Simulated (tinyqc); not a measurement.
Worked calculation: hydrogen passivation of interface dangling bonds: competing passivation and dissociation with distributed barriers. Computed by tinyqc, a small Python program that keeps every step. Command: `OMP_NUM_THREADS=1 python tinyqc.py 3001444 3001445 out.jsonl passiv walk`. One thread of a shared host (Intel(R) Xeon(R) Processor @ 2.30GHz), about 0.01 s of CPU time with the checks. Intermediate numbers are printed to about 6 digits and carried at full precision; extremes and crossings named in words are read from the listed rows.

P_b + H2 gives P_bH + H at the rate k_f [H2]; P_bH gives P_b + H at the rate k_d. All defects start unpassivated. E_f and E_d are Gaussian and independent.

Inputs (values chosen for the exercise, close to those used for P_b centres at the silicon-oxide interface): defect density N0 = 4.2e+12 1/cm^2; passivation prefactor k_f0 = 4.2e-08 cm^3/s; mean passivation barrier E_f = 1.66 eV; spread sigma_f = 0.092 eV; dissociation prefactor k_d0 = 2.9e+13 1/s; mean dissociation barrier E_d = 2.64 eV; spread sigma_d = 0.055 eV; H2 in the oxide per atm, solubility factor = 1.1e+18 1/(cm^3 atm); hydrogen pressure p = 0.05 atm; anneal temperature T = 550 C; anneal time t = 3800 s; oxide thickness = 17 nm.

Constants: k_B = 8.617333262e-05 eV/K; e = 1.602176634e-19 C; eps_0 = 8.8541878128e-12 F/m.

## Single barriers

[H2] = solubility factor x p; a = k_f0 [H2] exp(-E_f/(k_B T)), d = k_d0 exp(-E_d/(k_B T)). For one pair of barriers the active share is y = [d + a exp(-(a + d) t)]/(a + d). Temperatures in kelvin are T(C) + 273.15.

passivation rate a = 0.158554 1/s

dissociation rate d = 0.00199004 1/s

a t = 602.504

steady active share d/(a + d) = 0.0123956

active share, single barriers = 0.0123956

Passivation has run its course, and the balance with dissociation sets the remainder.

## Distributed barriers

Average y over both Gaussians with 40 x 40 Gauss-Hermite points. Active density N0 y; threshold shift if each active defect holds one charge, e N0 y t_ox/(3.9 eps_0).

active share y = 0.0322348

active density = 1.35386e+11 1/cm^2

threshold shift = 106.788 mV

The spread changes the remainder by a factor 2.60: sigma_f/(k_B T) = 1.30 and sigma_d/(k_B T) = 0.78.

## Best anneal temperature for this time and pressure

Minimise the averaged y over T between 150 and 900 C: find where ln y is equal at T - 0.05 and T + 0.05 C; T is rounded to 0.1 C.

best temperature = 478.7 C

least active share = 0.0138831

Caution: atomic hydrogen, which both passivates and depassivates, and further passivation during cooling are left out.

## Isochronal anneals

The formulas are those given above.

Active share after the time t:
```
T (C)      a (1/s)      d (1/s)  single barriers  distributed
200    4.80893e-09  2.19949e-15      9.99982e-01     0.999770
250    2.35484e-07  1.07126e-12      9.99106e-01     0.993552
300    5.84829e-06  1.77237e-10      9.78022e-01     0.921142
350    8.67405e-05  1.29174e-08      7.19208e-01     0.613125
400    8.61843e-04  4.97845e-07      3.83007e-02     0.192298
450    6.23358e-03  1.15799e-05      1.85422e-03     0.025233
500    3.49062e-02  1.79291e-04      5.11012e-03     0.016551
600    6.05585e-01  1.67668e-02      2.69410e-02     0.057942
700    5.84460e+00  6.17003e-01      9.54877e-02     0.146885
800    3.69693e+01  1.15959e+01      2.38770e-01     0.284816
```

The distributed share is least at 500 C among these rows, 0.017, and the search puts the optimum at 478.7 C. On the cold side defects with high E_f survive; on the hot side dissociation, with the larger barrier, gains on passivation with an energy E_d - E_f = 0.98 eV. In that row single barriers give 0.0051, so the spread raises the floor.

Checks made by the program: Gauss-Hermite average against a fine uniform grid (relative difference 1e-09).
